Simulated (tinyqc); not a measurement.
Epitaxial growth on a vicinal surface: Burton-Cabrera-Frank step flow, step-edge barrier and island nucleation: one step, computed by the program tinyqc.

Adatoms land at rate F, hop on a square grid (a simplification for hexagonal faces), desorb, or join steps. Lengths are in units of a and n is the adatom coverage. Steps ascend at x = 0 and descend at x = l.

Task: Terrace solution. D n'' - n/tau + F = 0 with n(0) = n_eq and -l_s n'(l) = n(l) - n_eq. With u = n - F tau, A = n_eq - F tau, y = l/x_s, s = l_s/x_s: u = A cosh(x/x_s) + B sinh(x/x_s), B = A (1 - cosh y - s sinh y)/(sinh y + s cosh y). Flux into the ascending step J+ = D B/x_s, over the descending one J- = -(D/x_s)(A sinh y + B cosh y); step velocity J+ + J-; growth rate (J+ + J-)/l. For small y: J+ + J- = (F - n_eq/tau) l, J-/J+ = l/(l + 2 l_s). The coverage peaks where n' = 0, tanh(x/x_s) = -B/A.

Inputs (values chosen for the exercise, close to those used for GaAs(001)): deposition rate F = 6.6 layers/s; temperature T = 520 C; critical nucleus size i = 1.

D = 152904.5 a^2/s

lifetime tau = 3316.942 s

diffusion length x_s = 22520.55 a

equilibrium coverage n_eq = 5.642722e-06

terrace width l = 20.26015 a

Schwoebel length l_s = 5.699415 a

Give: J+; J-; growth rate; peak coverage; position of the peak.

Result:

J+ = 81.537 atoms per step site and s

J- = 52.180 atoms per step site and s

growth rate = 6.6000 layers/s

peak coverage = 0.0032996

position of the peak = 12.354 a

Caution: twice the distance from the ascending step to the coverage peak exceeds the expected island spacing [0.25 (F/D)^(i/(i+2)) exp(E_i/((i+2) k_B T))]^(-1/2) by 40 % or more, so islands nucleate and the step-flow values are formal.
